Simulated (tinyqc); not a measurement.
Worked calculation: localisation in a chain with random site energies (transfer matrices). Values are carried at full precision from step to step, so a last printed digit may differ when a step is redone from the rounded ones.

Hopping -t; leads with site energy 0, E = -2t cos(ka). psi_(j+1) = ((e_j - E)/t) psi_j - psi_(j-1), a product of matrices M_j = [[(e_j - E)/t, -1], [1, 0]]. For M = M_N ... M_1 the transmission is T = 4 sin^2(ka)/|M21 - M12 + M22 exp(ika) - M11 exp(-ika)|^2. Long samples draw e_j = W (x_j/2147483647 - 1/2) from x_j = 16807 x_(j-1) mod 2147483647, starting at x0. The localisation length xi, in sites, is defined by ln T = -2N/xi on average; weak disorder gives xi = 24 (4t^2 - E^2)/W^2, and the mean free path for backscattering is xi/2.

Parameters, chosen for this exercise:
- t = 1.17 eV (hopping)
- E = -1.01 eV (energy)
- e = (0.83, 0.11, 0.01, -0.27, -0.29, 1.09, 0.43, 1.01, 0.46, -0.11) eV (site energies of the short sample)
- W = 2.67 eV (full width of the disorder)
- a = 4.5 angstrom (spacing)

## The product of transfer matrices

Multiply site by site and give T for each length.

Running product:

| j | (e_j - E)/t | M11 | M12 | M21 | M22 | T |
|---|---|---|---|---|---|---|
| 1 | 1.5726 | 1.5726 | -1.0000 | 1.0000 | 0.0000 | 0.8661 |
| 2 | 0.9573 | 0.5054 | -0.9573 | 1.5726 | -1.0000 | 0.8717 |
| 3 | 0.8718 | -1.1320 | 0.1655 | 0.5054 | -0.9573 | 0.8739 |
| 4 | 0.6325 | -1.2214 | 1.0619 | -1.1320 | 0.1655 | 0.9428 |
| 5 | 0.6154 | 0.3804 | 0.4880 | -1.2214 | 1.0619 | 0.8807 |
| 6 | 1.7949 | 1.9041 | -0.1860 | 0.3804 | 0.4880 | 0.6987 |
| 7 | 1.2308 | 1.9632 | -0.7169 | 1.9041 | -0.1860 | 0.5986 |
| 8 | 1.7265 | 1.4853 | -1.0518 | 1.9632 | -0.7169 | 0.6863 |
| 9 | 1.2564 | -0.0970 | -0.6045 | 1.4853 | -1.0518 | 0.8370 |
| 10 | 0.7692 | -1.5599 | 0.5867 | -0.0970 | -0.6045 | 0.8376 |

T is 0.8376 for the whole sample and does not fall steadily (it rises at j = 2, 3, 4, 8, 9 and 10): reflected waves interfere. The determinant of M stays 1.

## The same sites added without interference

One site alone reflects R_j = e_j^2/(e_j^2 + 4t^2 - E^2); incoherent addition sums R/(1 - R), and T = 1/(1 + sum).

R_j: 0.1339  0.0027  0.0000  0.0161  0.0185  0.2105  0.0398  0.1863  0.0453  0.0027

sum of R/(1 - R) = 0.7799
T without interference = 0.5618

The coherent product gives 0.8376 for this sample.

## Weak-disorder lengths

Form ka, xi, xi a and the mean free path xi a/2.

ka = 1.1245 rad
xi = 15.00 sites

lengths (nm): localisation 6.750, mean free path 3.375

The formula needs xi well above one site.

## Checks

- T from the product against the Green function: both 0.83760.

tinyqc: `OMP_NUM_THREADS=1 python tinyqc.py 1482579 1482580 out.jsonl`; about 0.04 s, one thread, shared Intel(R) Xeon(R) Processor @ 2.30GHz.
